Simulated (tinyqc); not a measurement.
Gain of the pnp from the holding current.

Problem. On state with both base-emitter voltages at Von: npn base current Ib = (Von/Rs + bp Von/Rw)/(bn bp - 1), holding current Ih = (bn + 1) Ib + Von/Rs. Find bp.

Parameters, values chosen for the exercise:
```
symbol,value,unit,meaning
bn,20.6,,current gain of the npn
Rs,72,ohm,substrate resistance shunting the npn
Rw,1600,ohm,well resistance shunting the pnp
Von,0.79,V,base-emitter voltage in the on state
```

Ih = 16.393279 mA

Answer. Ih gives Ib, and Ib (bn bp - 1) = Von/Rs + bp Von/Rw is linear in bp.

bp = 2.400

Numbers from tinyqc (`OMP_NUM_THREADS=1 python tinyqc.py 2670139 2670140 out.jsonl`; about 0.07 s on one thread of a shared Intel Xeon 2.30GHz).
